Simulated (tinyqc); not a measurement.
From results to parameters: two-site tight-binding chain. Computed by the program tinyqc.

Problem. A two-site chain has site energies +delta (A) and -delta (B) and hoppings t1 > t2 > 0, so E = +/- sqrt(delta^2 + |t1 + t2 exp(-ika)|^2). Find delta, t1 and t2.

upper band at k = 0 = 2.589401 eV
upper band at the zone edge = 1.246515 eV
weight of the upper band on site A at the zone edge = 0.969308

Solution. The weight on A is (1 + delta/E)/2, which gives delta; then t1 + t2 = sqrt(E(0)^2 - delta^2) and t1 - t2 = sqrt(E(edge)^2 - delta^2).

delta, t1, t2 (eV): 1.170  1.370  0.940
